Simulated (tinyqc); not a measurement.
# Worked calculation: one-sided p+-n junction, ionisation integral and breakdown

tinyqc, about 0.08 s, one thread, Intel Xeon 2.30GHz (shared host): `OMP_NUM_THREADS=1 python tinyqc.py 2120122 2120123 out.jsonl` Printed values are rounded.

A p+ layer at x < 0 and an n drift layer from x = 0. Depletion approximation, built-in voltage neglected. Local ionisation coefficients alpha_n = an exp(-(bn/E)^mx), alpha_p = ap exp(-(bp/E)^mx). Electrons move towards +x, holes towards x = 0.

Inputs (values chosen for the exercise); material values close to those of gallium nitride: relative permittivity eps_r = 9.38; prefactor of the electron ionisation coefficient an = 2.86e8 1/cm; field constant for electrons bn = 3.6e7 V/cm; prefactor of the hole ionisation coefficient ap = 1.26e8 1/cm; field constant for holes bp = 1.96e7 V/cm; exponent mx = 1; donor density of the drift layer N = 9.5e15 cm^-3; reverse voltage V = 1440 V; share of the depleted width that the grid covers fr = 0.6.

Constants: q = 1.602176634e-19 C, eps0 = 8.8541878128e-14 F/cm where lengths are in cm. Results are converted to the units shown.

## Field and ionisation coefficients on a grid

W = sqrt(2 eps0 eps_r V/(q N)), peak field E0 = q N W/(eps0 eps_r), falling linearly to 0 at W. Grid: 11 equal steps from 0 to fr W.

W = 12.53589 um

```
point    x (um)  E (kV/cm)  alpha_n (1/cm)  alpha_p (1/cm)
0      0.000000   2297.404        44.77478        24845.35
1      0.683776   2172.091        18.13085        15187.55
2      1.367551   2046.779        6.572452        8740.901
3      2.051327   1921.466        2.087158        4680.898
4      2.735102   1796.153       0.5647691        2297.505
5      3.418878   1670.840       0.1256128        1013.498
6      4.102654   1545.527      0.02189430        391.5178
7      4.786429   1420.214     0.002803754        127.8749
8      5.470205   1294.901     2.412064e-4        33.63263
9      6.153980   1169.588     1.226729e-5        6.644242
10     6.837756   1044.275     3.052351e-7       0.8893945
11     7.521532   918.9618     2.773541e-9      0.06879499
```

## Ionisation integrals by the trapezoid rule

G(x) = integral from 0 to x of (alpha_n - alpha_p); I_n = integral of alpha_n exp(-G) (electrons injected at x = 0), I_p = integral of alpha_p exp(G(end) - G) (holes injected at the far edge); M = 1/(1 - I). All integrals by the trapezoid rule on the grid.

```
point          G  alpha_n exp(-G) (1/cm)
0       0.000000                44.77478
1      -1.366525                71.10375
2      -2.183765                58.36126
3      -2.642344                29.31642
4      -2.880837                10.06937
5      -2.994012                 2.50794
6      -3.042043                 0.45864
7      -3.059799                 0.05979
8      -3.065321                 0.00517
9      -3.066698                 0.00026
10     -3.066956                 0.00001
11     -3.066988                 0.00000
```

I_n = 0.01328371
I_p = 0.9180567
M_n = 1.013463
M_p = 12.20356

A grid of 1500 steps over the whole width gives I_n = 0.01312 and I_p = 0.9509; the coarse I_n is 1.3 % above and the coarse I_p 3.5 % below those values. Holes multiply more: on this coarse grid M - 1 is 832 times as large for them.

## Breakdown voltage by secant steps

G(x) = integral from 0 to x of (alpha_n - alpha_p); I_n = integral of alpha_n exp(-G) (electrons injected at x = 0), I_p = integral of alpha_p exp(G(end) - G) (holes injected at the far edge); M = 1/(1 - I). Secant steps on ln I_n(V) = 0 with the integrals on a fine grid (1500 steps), from the points V = 1230 and 1530 V; stop when the step is below 1e-7 of V.

Course of the iteration:
```
step     V (V)         I_n  change of V (V)
1         1530  0.04297903              270
2     1799.537    6.391027             -100
3     1699.583   0.7353871             14.2
4     1713.791   0.9758714             1.23
5     1715.018    1.000365          -0.0181
6     1715.000   0.9999996          2.10e-5
```

Breakdown at 1715.0 V, with a peak field of 2507 kV/cm and W = 13.68 um. The integral for holes reaches 1 at the same voltage.
